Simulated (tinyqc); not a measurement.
# From one set of inputs to another, one input at a time

Model: estimate of lattice thermal conductivity from elastic moduli (Slack, Klemens and Cahill formulas). Computed by tinyqc, a small Python program. Command: `OMP_NUM_THREADS=1 python tinyqc.py 3020399 3020400 out.jsonl slack ladder`. One thread of a shared host (Intel(R) Xeon(R) Processor @ 2.30GHz), about 0.01 s of CPU time with the checks.

An isotropic solid.

The inputs printed are set A. Inputs not listed in the table keep their values of set A, so the rows need not describe a real material.

Inputs (values chosen for the exercise, for a model crystal):

| quantity | value | unit |
|---|---|---|
| bulk modulus B | 198 | GPa |
| shear modulus G | 135 | GPa |
| volume per atom V | 12.3 | angstrom^3 |
| mean atomic mass M | 129 | u |
| atoms per primitive cell n | 10 | - |
| volume expansion coefficient alpha_V | 22.6 | ppm/K |
| temperature T | 300 | K |
| disorder parameter Gamma | 0.0015 | - |
| grain size d | 7500 | nm |

Grueneisen parameter: from thermal expansion.

Constants: u = 1.6605390666e-27 kg; hbar = 1.054571817e-34 J s; k_B = 1.380649e-23 J/K; h = 6.62607015e-34 J s.

Method:
- rho = M/V; vL = sqrt((B + 4G/3)/rho), vT = sqrt(G/rho); v_m = [(vL^-3 + 2 vT^-3)/3]^(-1/3); Poisson ratio sigma = (3B - 2G)/(6B + 2G); Theta = hbar v_m (6 pi^2/V)^(1/3)/k_B.
- gamma = alpha_V B V/(3 k_B), with the classical heat capacity 3 k_B per atom.
- Slack, an estimate for T near or above Theta_a: kappa = A M Theta_a^3 delta n^(1/3)/(gamma^2 T) in W/(m K), with M in u, delta = V^(1/3) in angstrom, Theta_a = Theta n^(-1/3) and A = 2.43e-6/(1 - 0.514/gamma + 0.228/gamma^2).
- High-temperature forms with the classical heat capacity. Klemens: kappa/kappa_0 = arctan(u)/u, u^2 = pi^2 Theta V Gamma kappa_0/(h v_m^2). Grains: 1/kappa_poly = 1/kappa + 1/(C v_m d/3), C = 3 k_B/(n V), the acoustic branches alone.

Each row keeps all changes above it:

| input moved | from | to | Grueneisen parameter gamma | kappa of the perfect crystal (W/(m K)) | kappa of the polycrystal (W/(m K)) |
|---|---|---|---|---|---|
| set A | - | - | 1.3288 | 24.88 | 22.646 |
| volume per atom V (angstrom^3) | 12.3 | 20.2 | 2.1823 | 12.75 | 12.054 |
| shear modulus G (GPa) | 135 | 295 | 2.1823 | 38.74 | 34.709 |
| mean atomic mass M (u) | 129 | 97.7 | 2.1823 | 44.51 | 39.883 |
| grain size d (nm) | 7500 | 100 | 2.1823 | 44.51 | 21.259 |
| volume expansion coefficient alpha_V (ppm/K) | 22.6 | 10.4 | 1.0043 | 239.07 | 35.349 |
| bulk modulus B (GPa) | 198 | 295 | 1.4962 | 104.64 | 29.679 |
| disorder parameter Gamma | 0.0015 | 0.14 | 1.4962 | 104.64 | 12.817 |

Grueneisen parameter gamma goes from 1.33 to 1.50, a factor 1.13 in all. The largest single move comes from volume expansion coefficient alpha_V (a factor 0.460), but it runs against the net change; the largest move in the direction of the net change is volume per atom V (a factor 1.64). Kappa of the perfect crystal goes from 24.9 to 105, a factor 4.21 in all. The largest single move comes from volume expansion coefficient alpha_V (a factor 5.37), and bulk modulus B works against it (a factor 0.438). Kappa of the polycrystal goes from 22.6 to 12.8, a factor 0.566 in all. The largest single move comes from shear modulus G (a factor 2.88), but it runs against the net change; the largest move in the direction of the net change is disorder parameter Gamma (a factor 0.432). The single moves hold for this order of the switches; the total does not depend on the order.

Caution (rows mean atomic mass M, grain size d, volume expansion coefficient alpha_V, bulk modulus B, disorder parameter Gamma): T lies below Theta_a, where umklapp processes begin to freeze out and the Slack formula can fall short.

Extremes, crossings and ranges named in words are read from the listed rows.
